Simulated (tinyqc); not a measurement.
# Changing the mass m_2

Model: phonon transmission through an interface between two chains by Green functions. Computed by tinyqc, a small Python program. Command: `OMP_NUM_THREADS=1 python tinyqc.py 3028146 3028147 out.jsonl agf sweep`. One thread of a shared host (Intel(R) Xeon(R) Processor @ 2.30GHz), about 0.02 s of CPU time with the checks.

Two semi-infinite chains (masses m_1, m_2; springs k_1, k_2), motion along the chain. The central region holds the end atom of each chain and one interlayer atom of mass m_b, joined by springs k_b. lambda = omega^2 in eV/(angstrom^2 u); nu = 15.6333042 THz x sqrt(lambda).

Inputs (values chosen for the exercise, for two model chains):

| quantity | value | unit |
|---|---|---|
| mass m_1 | 48.7 | u |
| spring k_1 | 8.45 | eV/angstrom^2 |
| spring k_2 | 16.8 | eV/angstrom^2 |
| junction spring k_b | 11.2 | eV/angstrom^2 |
| interlayer mass m_b | 46.3 | u |
| probe frequency / lower band top | 0.19 | - |
| temperature T | 100 | K |

Atoms in the interlayer: one.

Constants: nu for 1 eV/(angstrom^2 u) = 15.6333042 THz; h x 1 THz = 4.135667696 meV; k_B = 8.617333262e-05 eV/K; k_B = 1.380649e-23 J/K; h = 6.62607015e-34 J s.

Method:
- nu_max = 15.6333042 THz x 2 sqrt(k/m); impedance Z = sqrt(k m); long-wave transmission 4 Z_1 Z_2/(Z_1 + Z_2)^2; the probe frequency is the given share of the lower band top.
- In chain i, sin(q_i a/2) = nu/nu_max,i. An outgoing wave makes the next atom move as exp(i q_i a) times the end atom, so the lead adds the self-energy Sigma_i = -k_i exp(i q_i a) to the force-constant matrix; Gamma_i = -2 Im Sigma_i = 2 k_i sin(q_i a).
- A = lambda M - K - Sigma over the central atoms, with K_ii the sum of the springs at i, K_(i,i+1) = -k_b; G = inverse of A; transmission = Gamma_1 Gamma_2 |G_(first,last)|^2.
- Landauer conductance G = k_B int tau(nu) x^2 e^x/(e^x - 1)^2 d nu, x = h nu/(k_B T), from 0 to the lower band top (240 Gauss-Legendre points in s from 0 to 1, nu = nu_top sin(pi s/2)); tau is the transmission, and its thermal mean is G over the value for tau = 1 in the same window; the quantum is g_0 = pi^2 k_B^2 T/(3 h).

One run for each value:

| mass m_2 (u) | conductance G (pW/K) | long-wave transmission | thermal mean of the transmission | band top of chain 2 (THz) |
|---|---|---|---|---|
| 8.1 | 79.760 | 0.92721 | 0.87013 | 45.029 |
| 13.0 | 85.427 | 0.97533 | 0.93195 | 35.544 |
| 21.0 | 89.118 | 0.99852 | 0.97221 | 27.966 |
| 34.0 | 90.241 | 0.99331 | 0.98447 | 21.978 |
| 54.0 | 88.527 | 0.96194 | 0.96577 | 17.440 |
| 87.0 | 83.474 | 0.90596 | 0.91064 | 13.740 |
| 140.0 | 73.437 | 0.83178 | 0.83124 | 10.831 |
| 230.0 | 58.952 | 0.74203 | 0.72582 | 8.450 |
| 360.0 | 45.014 | 0.65633 | 0.61976 | 6.754 |
| 580.0 | 31.944 | 0.56565 | 0.51230 | 5.321 |

Over the rows, conductance G (pW/K) goes from 79.8 through a maximum among these rows, 90.2 at 34.0, to 31.9; long-wave transmission goes from 0.927 through a maximum among these rows, 0.999 at 21.0, to 0.566; thermal mean of the transmission goes from 0.870 through a maximum among these rows, 0.984 at 34.0, to 0.512. The impedances match at m_2 = 24.5 u and the band tops at 96.8 u; above the second value a heavier chain 2 lowers the top of the window.

Extremes, crossings and ranges named in words are read from the listed rows.
